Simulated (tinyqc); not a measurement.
Changing the unstable fault energy gamma_us: straight dislocations in isotropic elasticity: fields, energies, partials, Peierls stress and walls. Computed by tinyqc, a small Python program. Command: `OMP_NUM_THREADS=1 python tinyqc.py 3001973 3001974 out.jsonl disloc sweep`. One thread of a shared host (Intel(R) Xeon(R) Processor @ 2.30GHz), about 0.01 s of CPU time with the checks.

The line runs along z, the glide plane is y = 0, and beta is the angle between b and the line (0 screw, 90 degrees edge): b_e = b sin(beta) along +x with the extra half plane at y > 0, b_s = b cos(beta). Stress is positive in tension.

Inputs (values chosen for the exercise, modelled on nickel):

| quantity | value | unit |
|---|---|---|
| shear modulus G | 80.9 | GPa |
| Poisson ratio nu | 0.313 | - |
| Burgers vector b | 2.492 | angstrom |
| dislocation density rho | 8.6e+10 | 1/m^2 |
| core radius r0/b | 2 | - |

Character: edge.

Constants: 1 eV/angstrom^3 = 160.2176634 GPa.

Method:
- Energy factor K = G [cos^2(beta) + sin^2(beta)/(1 - nu)].
- E = K b^2/(4 pi) ln(R/r0) with R = 1/(2 sqrt(rho)); tension T = E + d^2E/d(beta)^2 = G b^2 [1 + nu - 3 nu sin^2(beta)]/(4 pi (1 - nu)) ln(R/r0). The core energy is taken into r0.
- Misfit energy gamma(u) = (gamma_us/2)(1 - cos(2 pi u/b)), so the largest restoring stress is tau_max = pi gamma_us/b; u(x) = b/2 + (b/pi) arctan(x/zeta), zeta = K b/(4 pi tau_max). Summing the misfit energy over atomic rows a' apart gives, for a wide core, W_P = (K b^2/pi) exp(-2 pi zeta/a') and sigma_P = (K b/a') exp(-2 pi zeta/a'); a' = b/2 for edge and 30-degree lines, b sqrt(3)/2 for screw and 60-degree lines.

One run for each value:

| unstable fault energy gamma_us (mJ/m^2) | half width zeta (angstrom) | Peierls stress sigma_P (MPa) | Peierls barrier W_P (meV/nm) | tau_max (GPa) |
|---|---|---|---|---|
| 150 | 12.35 | 2.125e-22 | 1.311e-23 | 1.89 |
| 189 | 9.80 | 8.090e-17 | 4.990e-18 | 2.38 |
| 237 | 7.82 | 1.799e-12 | 1.110e-13 | 2.99 |
| 298 | 6.22 | 5.740e-09 | 3.541e-10 | 3.76 |
| 375 | 4.94 | 3.582e-06 | 2.210e-07 | 4.73 |
| 472 | 3.92 | 5.988e-04 | 3.694e-05 | 5.95 |
| 593 | 3.12 | 3.396e-02 | 2.095e-03 | 7.48 |
| 938 | 1.97 | 1.115e+01 | 6.877e-01 | 11.83 |

Give the missing row, unstable fault energy gamma_us (mJ/m^2) = 746.

Computed row; columns: (1) unstable fault energy gamma_us (mJ/m^2); (2) half width zeta (angstrom); (3) Peierls stress sigma_P (MPa); (4) Peierls barrier W_P (meV/nm); (5) tau_max (GPa):
```
(1)   (2)        (3)        (4)   (5)
746  2.48  8.591e-01  5.300e-02  9.40
```

Interpolating between the two neighbouring rows (the first column on a logarithmic scale, the others too where they are positive) misses most in Peierls stress sigma_P (MPa), by 28 %. Over the rows, half width zeta (angstrom) falls from 12.3 to 1.97 (exponent d ln y / d ln x about -1.00 throughout); Peierls stress sigma_P (MPa) rises from 2.12e-22 to 11.1 (exponent d ln y / d ln x 56 between the first rows and 11 between the last); Peierls barrier W_P (meV/nm) rises from 1.31e-23 to 0.688 (exponent d ln y / d ln x 56 between the first rows and 11 between the last). The exponent of half width zeta stays at -1: a stiffer glide plane narrows the core. sigma_P spans 22.7 decades while gamma_us changes by a factor 6.3: the width sits in an exponent. Stiff directional bonds give narrow cores and hard crystals.

Caution (rows 150, 189, 237, 298, 375, 472): so small a Peierls stress means only that the model finds negligible lattice resistance; its value is not a prediction.
